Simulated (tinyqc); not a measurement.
From results back to parameters: effective work function and flat-band voltage of a metal/high-k/SiO2/Si stack with a dipole layer. Three cases, with inputs chosen for the exercise.

Problem. Three stacks with (t1, t2) = (8, 20), (30, 20) and (8, 60) angstrom have the flat-band voltages below. VFB = W0 - (chi + dEF) - 4 pi e2 [Q1 EOT + Q2 x2]/3.9 with x2 = t2 3.9/eps2, EOT = t1 + x2, e2 = e^2/4 pi eps0, 1 cm^-2 = 1e-16 angstrom^-2; W0 is the work function with the dipole step.

Constants: e^2/(4 pi eps0) = 14.39964547 eV angstrom.

Find: Q1; Q2; W0.

Method. The first two stacks differ in t1 alone and give Q1; the first and third give Q1 + Q2; W0 follows from any of them.

Case 1.

Values chosen (out of a larger set: a stack on Si capped with a lanthanum-like oxide; not measured data):
- chi = 4.048 eV (electron affinity of the channel)
- dEF = 0.18 eV (Ec - EF in the channel)
- eps = (3.9, 22.4) (their dielectric constants)

VFB (V): 0.6241528  0.5884265  0.6807001

Solution.

Q1 = 3.5e+11 e/cm^2
Q2 = -2.1e+12 e/cm^2
W0 = 4.837 eV

Case 2.

Values chosen (out of a larger set: a stack on Si capped with an yttrium-like oxide; not measured data):
- chi = 4.05 eV (electron affinity of the channel)
- dEF = 0.777 eV (Ec - EF in the channel)
- eps = (3.9, 27.5) (their dielectric constants)

VFB (V): -0.7898365  -0.7765667  -0.8364232

Solution.

Q1 = -1.3e+11 e/cm^2
Q2 = 1.9e+12 e/cm^2
W0 = 4.056 eV

Case 3.

Values chosen (out of a larger set: a stack on Si capped with an yttrium-like oxide; not measured data):
- chi = 4.049 eV (electron affinity of the channel)
- dEF = 0.466 eV (Ec - EF in the channel)
- eps = (3.9, 25.6) (their dielectric constants)

VFB (V): 0.4027250  0.3884345  0.3648383

Solution.

Q1 = 1.4e+11 e/cm^2
Q2 = 1.2e+12 e/cm^2
W0 = 4.942 eV

Computed by tinyqc, one run a case: `OMP_NUM_THREADS=1 python tinyqc.py N N+1 out.jsonl` with N = 1851236, 1851248, 1851267; one thread of a shared Intel(R) Xeon(R) Processor @ 2.30GHz, about 0.01 s a run at most.
